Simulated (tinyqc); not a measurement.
## Site energy and hopping from one surface Green function

Problem. A semi-infinite chain with site energy e0 and hopping -t has g_s = 1/(E - e0 - t^2 g_s). Inside the band |g_s| = 1/t and Re g_s = (E - e0)/(2 t^2). Find t and e0.

g_s at E = 0.8 eV = -0.00274348-0.37036021i 1/eV

Solution. t = 1/|g_s|, and e0 = E - 2 t^2 Re g_s.

t = 2.70 eV
e0 = 0.840 eV

Program tinyqc, `OMP_NUM_THREADS=1 python tinyqc.py 2680102 2680103 out.jsonl`; Intel Xeon 2.30GHz, shared host, one thread, about 0.1 s.
